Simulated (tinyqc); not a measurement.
# Metal-interlayer-semiconductor contact, depinning against tunnelling resistance, step by step

tinyqc, about 0.04 s, one thread, Intel Xeon 2.30GHz (shared host): `OMP_NUM_THREADS=1 python tinyqc.py 2270164 2270165 out.jsonl` Printed values are rounded.

Zero bias, n-type semiconductor. Gap states at the semiconductor surface thin out as exp(-be ti), which unpins the barrier; electrons must then cross the interlayer (a rectangular barrier, no voltage drop across it) and the parabolic depleted layer, both by WKB. Energies E are counted from the Fermi level; no image force, parabolic bands.

Inputs (values chosen for the exercise); semiconductor values close to those of silicon; interlayer mass of the order of that in aluminium oxide, offset chosen freely: temperature T = 400 K; band gap Eg = 1.15 eV; relative permittivity eps_r = 11.9; electron affinity chi = 3.91 eV; conduction-band density of states at T Nc = 4.31e19 cm^-3; tunnelling mass in the semiconductor mt = 0.187 m0; Richardson mass mA = 2.01 m0; donor density Nd = 6.4e18 cm^-3; charge-neutrality level above the valence band E0 = 0.36 eV; pinning factor without interlayer S0 = 0.28; metal work function phiM = 4.03 eV; interlayer thickness ti = 0.2 nm; conduction-band offset of the interlayer above the semiconductor dE = 2.48 eV; tunnelling mass in the interlayer mi = 0.35 m0; decay constant of gap states through the interlayer be = 1.6 1/nm.

Constants: q = 1.602176634e-19 C, kB = 1.380649e-23 J/K, eps0 = 8.8541878128e-12 F/m, hbar = 1.054571817e-34 J s, h = 6.62607015e-34 J s, m0 = 9.1093837015e-31 kg, Vt = kB T/q, hbar^2/(2 m0) = 0.0380998212 eV nm^2. Results are converted to the units shown.

## Pinning, barrier and scales

S = 1/(1 + (1/S0 - 1) exp(-be ti)); phiB = S (phiM - chi) + (1 - S)(Eg - E0); xi = Ec - EF deep inside, from Nd = Nc F(-xi/Vt), F(x) = (2/sqrt(pi)) int_0^infinity sqrt(u) du/(1 + exp(u - x)); band bending U = phiB - xi; E00 = (hbar/2) sqrt(Nd/(eps0 eps_r mt m0)) in volts; A = 4 pi q mA m0 kB^2/h^3.

S = 0.3487674
phiB = 0.5563258 eV
xi = 0.06393489 eV
U = 0.4923909 eV
E00 = 0.03148640 eV
A = 241.5482 A/(cm^2 K^2)

The interlayer moves the barrier from 0.602 eV to 0.556 eV; the unpinned limit is phiM - chi = 0.120 eV. E00/Vt = 0.913: by the usual rule of thumb (0.5 to 5) thermionic-field emission.

## Exponents and integrand on an energy grid

E, point 0 to 13 (eV): [0.07, 0.11077, 0.15154, 0.19231, 0.23308, 0.27385, 0.31462, 0.35538, 0.39615, 0.43692, 0.47769, 0.51846, 0.55923, 0.6]

With U = phiB - xi: for xi < E < phiB, y = (E - xi)/U and G1 = (U/E00) [sqrt(1 - y) - y ln((1 + sqrt(1 - y))/sqrt(y))], G1 = 0 above phiB; G2 = 2 ti sqrt(mi max(phiB + dE - E, 0)/C), C = hbar^2/(2 m0); f = 1/(1 + exp(E/Vt)); integrand exp(-G1 - G2) f.

G1, point 0 to 13: [14.98521, 12.13182, 9.98161, 8.17569, 6.61255, 5.24361, 4.04157, 2.99065, 2.08172, 1.31266, 0.68822, 0.22587, 0.00000, 0.00000]
G2, point 0 to 13: [2.088055, 2.073656, 2.059156, 2.044554, 2.029846, 2.015031, 2.000107, 1.985073, 1.969922, 1.954653, 1.939263, 1.923751, 1.908112, 1.892345]
f, point 0 to 13: [0.1160078, 0.03865783, 0.01217198, 0.003761525, 0.001155631, 3.543953e-4, 1.086214e-4, 3.329620e-5, 1.020294e-5, 3.126432e-6, 9.580110e-7, 2.935563e-7, 8.995226e-8, 2.756340e-8]
integrand, point 0 to 13 (in units of 1e-7): [0.044633, 0.261744, 0.717996, 1.370153, 2.039274, 2.495170, 2.582539, 2.298603, 1.774670, 1.191442, 0.692261, 0.342076, 0.133453, 0.041543]

## Contact resistivity

1/rho_c = (A T^2/Vt^2) I, with I the trapezoid sum of the integrand over the grid.

I = 6.499502e-8 eV
rho_c = 4.7300e-4 ohm cm^2

A fine grid from xi upwards gives rho_c = 4.714e-4 ohm cm^2; the coarse value is 0.34 % above it. The integrand peaks at E = 0.30 eV, and 0.78 % of the current flows above phiB. Tunnelling through the interlayer costs a factor of 7.39 at this barrier height; the bare contact (ti = 0) has rho_c = 1.75e-4 ohm cm^2, so with the interlayer rho_c is 2.70 times that.
